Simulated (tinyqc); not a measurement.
# From excess in the silicon back to time t

Model: dopant redistribution at a moving silicon-oxide interface during parabolic oxidation. Computed by tinyqc, a small Python program. Command: `OMP_NUM_THREADS=1 python tinyqc.py 3024834 3024835 out.jsonl segox inv`. One thread of a shared host (Intel(R) Xeon(R) Processor @ 2.30GHz), about 0.02 s of CPU time with the checks.

Uniformly doped silicon is oxidised with x_ox = sqrt(B t); the interface advances into the silicon by alpha x_ox, alpha = 0.44. The dopant does not move in the oxide, and at the interface C(silicon) = m C(oxide).

Inputs (values chosen for the exercise, modelled on boron in silicon under dry oxygen):
```
quantity                                           value    unit
dopant prefactor D0                                 1.13  cm^2/s
dopant activation energy E                          3.47      eV
oxidation prefactor B0                               767  um^2/h
oxidation activation energy E_B                     1.24      eV
segregation coefficient m = C(silicon)/C(oxide)     0.33       -
bulk doping C_B                                  1.3e+15  1/cm^3
temperature T                                        900       C
```

Constants: k_B = 8.617333262e-05 eV/K.

Method:
- D = D0 exp(-E/(k_B T)), converted with 1 cm^2/s = 3.6e11 um^2/h; B = B0 exp(-E_B/(k_B T)); s = alpha sqrt(B/(4 D)), the interface advance over 2 sqrt(D t).
- Temperatures in kelvin are T(C) + 273.15.
- With the dopant diffusivity D and s = alpha x_ox/(2 sqrt(D t)), in the silicon C = C_B + (C_s - C_B) erfc(y/(2 sqrt(D t)))/erfc(s), y from the original surface. Dopant balance at the interface gives C_s/C_B = 1/[1 + (1/(m alpha) - 1) g], g = sqrt(pi) s exp(s^2) erfc(s).
- Consumed silicon held alpha x_ox C_B; the oxide holds x_ox times the dopant concentration in the oxide; the difference is the excess in the silicon; 1 um = 1e-4 cm.

Question. A run gave the result below. Find the time t, known to lie between 0.44 and 0.94 h.

excess in the silicon = -1.318584e+09 1/cm^2

Answer.

Each step takes the trial c = (a f_b - b f_a)/(f_b - f_a), f being the result less the target and a, b, c the logarithms of the listed values; c replaces end b, the old b replaces a if the sign of f changed, and otherwise f_a is halved.

Scan of the range:
```
time t (h)  excess in the silicon (1/cm^2)
0.440                         -1.19423e+09
0.499                         -1.27178e+09
0.567                         -1.35567e+09
0.643                         -1.44367e+09
0.730                         -1.53824e+09
0.828                         -1.63824e+09
0.940                         -1.74553e+09
```

False position (Illinois rule, in the logarithm of the input) inside the bracket:
```
step     end a     end b     trial  excess in the silicon (1/cm^2)
1     0.499000  0.567000  0.535862                    -1.31792e+09
2     0.567000  0.535862  0.536393                    -1.31857e+09
3     0.567000  0.536393  0.536407                    -1.31859e+09
4     0.536393  0.536407  0.536400                    -1.31858e+09
```

Excess in the silicon falls at every point of a 13-point scan of the range (every second point is shown), so one value fits; it is bracketed by 0.499 and 0.567. The scan shows a pure power law with exponent 0.5000, so scaling from any one row also gives the answer directly. Answer: time t = 0.5364 h.

Caution: in this case the oxide is not much thicker than a typical Deal-Grove length A, so real growth is slower than parabolic. Caution: parabolic growth needs an oxide much thicker than the Deal-Grove length A, which fails for thin films and low temperatures; oxidation-enhanced or retarded diffusion is ignored.
